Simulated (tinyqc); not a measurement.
Inside a calculation: optical gain and spontaneous emission in a bulk direct-gap semiconductor. Values are carried at full precision from step to step, so a last printed digit may differ when a step is redone from the rounded ones.

F_j(eta) = (1/Gamma(j + 1)) integral_0^infinity x^j dx/(1 + exp(x - eta)), which tends to exp(eta) for eta << 0.

Quasi-Fermi levels: n = Nc F_1/2(Fc/kT) and p = Nv F_1/2(Fv/kT), Fc counted up from the conduction edge and Fv down from the valence edge; Nc, Nv from N = 2 (m kB T/(4 pi c))^(3/2) with c = hbar^2/2m0, in 1/angstrom^3; times 1e24 for 1/cm^3, with me and (mhh^(3/2) + mlh^(3/2))^(2/3).

Constants: hbar^2/2m0 = 3.80998211 eV angstrom^2; kB = 8.617333262e-05 eV/K; fine-structure constant alpha = 0.007297352564; hbar = 6.58211957e-16 eV s; hbar c = 1973.269805 eV angstrom.

Values chosen for the exercise (near those of GaAs; not measured data):
- me = 0.0675 m0 (electron mass)
- mhh = 0.477 m0 (heavy-hole mass)
- mlh = 0.0834 m0 (light-hole mass)
- n = 3.8e+18 1/cm^3 (injected density, n = p)
- T = 300 K
- Eg = 1.463 eV (direct gap)
- Ep = 25.4 eV (Kane energy)
- nr = 3.64 (refractive index)
- E = 1.503 eV (photon energy)

## Quasi-Fermi levels

Solve for Fc and Fv.

kT = 0.025852 eV
Nc = 4.401e+17 1/cm^3
Nv = 8.871e+18 1/cm^3
Fc = 0.1271 eV
Fv = -0.0180 eV
Fc + Fv = 0.1090 eV

The separation of the quasi-Fermi levels exceeds the gap, so photons between Eg and Eg + (Fc + Fv) see gain. The quasi-Fermi level of the electrons lies inside the band, that of the holes in the gap.

## Absorption of the empty crystal

Parabolic bands, vertical transitions, no excitons. For each hole band j: mr = me mj/(me + mj); joint density of states J_j(E) = (mr/c)^(3/2) sqrt(E - Eg)/(2 pi^2), both spins, c = hbar^2/2m0; averaged matrix element |e.p|^2 = m0 Ep/6; alpha_j(E) = 4 pi^2 alpha_f c Ep J_j/(3 nr E) in 1/angstrom (alpha_f the fine-structure constant, listed as alpha among the constants), times 1e8 for 1/cm.

Evaluate at E for heavy and light holes.

mr, J and alpha of each hole band:

| hole | mr (m0) | J (1/(eV angstrom^3)) | alpha (1/cm) |
|---|---|---|---|
| heavy | 0.05913 | 1.959e-05 | 3327.8 |
| light | 0.03731 | 9.817e-06 | 1667.6 |

The heavy-hole band gives 67 % of the total, 4995 1/cm.

## Occupations and gain at E

For band j the electron sits at Ee = (E - Eg) mr/me above its edge and the hole at Eh = (E - Eg) mr/mj; fe = 1/(1 + exp((Ee - Fc)/kT)), fh = 1/(1 + exp((Eh - Fv)/kT)); gain g = sum_j alpha_j (fe + fh - 1).

Use mr and alpha from the table.

Energies, occupations and gain of each hole band:

| hole | Ee (eV) | Eh (eV) | fe | fh | g (1/cm) |
|---|---|---|---|---|---|
| heavy | 0.0350 | 0.0050 | 0.972 | 0.291 | 877 |
| light | 0.0221 | 0.0179 | 0.983 | 0.200 | 304 |

total gain = 1182 1/cm

E - Eg = 0.0400 eV is below Fc + Fv = 0.1090 eV, so both bands give gain (Bernard-Duraffourg).

## Spontaneous emission

Spontaneous rate: R = integral of (nr E/(hbar c))^2/(pi^2 hbar) sum_j alpha_j fe fh dE, with alpha in 1/cm and (nr E/(hbar c))^2 in 1/cm^2 (1e16 per 1/angstrom^2); B = R/(n p); lifetime n/R.

Integrate over photon energy.

R = 2.34e+27 1/(cm^3 s)
B = 1.62e-10 cm^3/s
radiative lifetime = 1.62 ns

## Checks

- B at n = 1e13 1/cm^3 against the van Roosbroeck-Shockley value from alpha and ni^2 (cm^3/s): both 2.79e-10.

(tinyqc, `OMP_NUM_THREADS=1 python tinyqc.py 1682329 1682330 out.jsonl`, Intel(R) Xeon(R) Processor @ 2.30GHz, 1 thread, shared host, about 0.08 s.)
